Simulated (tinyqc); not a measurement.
p-n heterojunction, non-linear Poisson equation by Newton steps, Boltzmann statistics: one step of the calculation.

One dimension, material 1 (p-type) at x < 0 and material 2 (n-type) at x > 0. Band edges: Ec = -psi in material 1 and -psi + dEc in material 2, Ev = Ec - Eg. Flat quasi-Fermi levels: 0 for holes, +V for electrons. n = Nc F((EFn - Ec)/Vt), p = Nv F((Ev - EFp)/Vt), with F(eta) = exp(eta) (Boltzmann statistics); full ionisation, no interface charge, classical densities; the doping types are chosen for the exercise.

Problem. Check against the first integral. Exact first integral: on each side D^2/(2 eps0 er) = G, G = q [Vt (nI_j - nI_b) + Vt (pI_j - pI_b) - C (psi_j - psi_b)], with C = -N1 or +N2, b the neutral end of that side, and nI, pI the densities themselves. D is continuous, so er1 G1(psi_j) = er2 G2(psi_j) fixes psi_j. Ends from Nv1 F((-psi_L - Eg1)/Vt) = N1 and Nc2 F((V + psi_R - dEc)/Vt) = N2. D is counted positive when psi rises towards material 2.

Values chosen for this exercise; band and dielectric values those of a made-up pair: temperature T = 300 K; band gap of material 1 Eg1 = 0.799 eV; relative permittivity of material 1 er1 = 14.2; conduction-band density of states of material 1 Nc1 = 2.2e17 cm^-3; valence-band density of states of material 1 Nv1 = 6.79e18 cm^-3; band gap of material 2 Eg2 = 1.6 eV; relative permittivity of material 2 er2 = 13.6; conduction-band density of states of material 2 Nc2 = 5.63e17 cm^-3; valence-band density of states of material 2 Nv2 = 1.19e19 cm^-3; conduction-band offset Ec2 - Ec1 dEc = 0.16 eV; acceptor density of material 1 N1 = 7.5e17 cm^-3; donor density of material 2 N2 = 1.7e16 cm^-3; bias of side 1 against side 2 V = -1.6 V.

Constants: q = 1.602176634e-19 C, kB = 1.380649e-23 J/K, Vt = kB T/q, eps0 = 8.8541878128e-14 F/cm where lengths are in cm. Results are converted to the units shown.

Find: psi_j; D; psi_j - psi_L; psi_R - psi_j; Ec1 - EFn at the interface; Ec2 - EFn at the interface.

Solution.

psi_j = -0.6675 V
D = 123.1 nC/cm^2
psi_j - psi_L = 0.07458 V
psi_R - psi_j = 2.337 V
Ec1 - EFn at the interface = 2.267 eV
Ec2 - EFn at the interface = 2.427 eV

Material 2 takes 96.9 % of the bending.

Numbers from tinyqc (`OMP_NUM_THREADS=1 python tinyqc.py 2040060 2040061 out.jsonl`; about 0.05 s on one thread of a shared Intel Xeon 2.30GHz).
